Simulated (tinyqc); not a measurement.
Comparisons within one model: free and nearly free electrons in a metal. A value that a table varies takes the place of the one given here.

The cubic cell holds 4 atoms: n = 4 z/a^3, kF = (3 pi^2 n)^(1/3), EF = c kF^2/m, vF = 2 c kF/(m hbar), c = hbar^2/2m0; rs = (3/(4 pi n))^(1/3)/a0; D(EF) = 3 n/(2 EF).

Square wire of width w with grain size w: rho/rho0 = 1/(1 - 3 al/2 + 3 al^2 - 3 al^3 ln(1 + 1/al)) + (3/4) (1 - p) l/w, with al = (l/w) Rg/(1 - Rg) (Mayadas-Shatzkes plus the thick-wire form of Fuchs-Sondheimer); l = hbar kF/(n e^2 rho), e = 1.602176634e-19 C.

Constants: hbar^2/2m0 = 3.80998211 eV angstrom^2; hbar = 6.58211957e-16 eV s; a0 (Bohr radius) = 0.5291772105 angstrom.

Inputs chosen for the exercise (near those of Al; the results hold for these values, not for the real material):
```
symbol  value  unit          meaning
a       4.038  angstrom      fcc lattice constant
z       3                    free electrons an atom
m       1      m0            mass
rho     2.65   micro-ohm cm  bulk resistivity
p       0                    specularity of the surfaces
Rg      0.44                 reflection at grain boundaries
w       20     nm            wire width
```

## Resistivity of narrow wires

Wires:
```
w (nm)     al  grain term (factor - 1)  surface term  rho (micro-ohm cm)
200     0.059                    0.086         0.056                3.03
100     0.117                    0.170         0.112                3.40
50      0.234                    0.335         0.224                4.13
30      0.391                    0.551         0.373                5.10
20      0.586                    0.818         0.559                6.30
14      0.837                    1.158         0.799                7.84
10      1.172                    1.610         1.119                9.88
7       1.675                    2.284         1.599               12.94
```

l = 14.92 nm

At 7 nm the resistivity is 4.88 times the bulk value; grain boundaries add more (2.28 from grains, 1.60 from surfaces). It passes twice the bulk value between 30 and 20 nm. The surface formula is meant for w above l = 15 nm, so the rows below that are rough.

## What sets the wire resistivity

All results formed anew. Each row changes one parameter from the base and keeps the others.

Results:
```
case                     EF (eV)  l (nm)  wire rho (micro-ohm cm)
base                      11.722   14.92                    6.300
a = 4.159 angstrom        11.050   15.83                    6.519
m = 1.2 m0                 9.768   14.92                    6.300
rho = 3.18 micro-ohm cm   11.722   12.43                    6.840
p = 0.3                   11.722   14.92                    5.855
Rg = 0.308                11.722   14.92                    5.379
w = 14 nm                 11.722   14.92                    7.838
```

The largest shifts from the base row, up to three for each result and ties (the steps differ in size, so this ranks the rows, not the parameters). EF (eV): m -1.954, a -0.672; unchanged at the printed digits by rho, p, Rg and w. l (nm): rho -2.49, a +0.91; unchanged at the printed digits by m, p, Rg and w. wire rho (micro-ohm cm): w +1.537, Rg -0.921, rho +0.540; unchanged at the printed digits by m. The mass drops out of l at given rho, because vF falls and tau rises by the same factor.

Program tinyqc; command `OMP_NUM_THREADS=1 python tinyqc.py 1680384 1680385 out.jsonl`; about 0.01 s on one thread of a shared Intel(R) Xeon(R) Processor @ 2.30GHz.
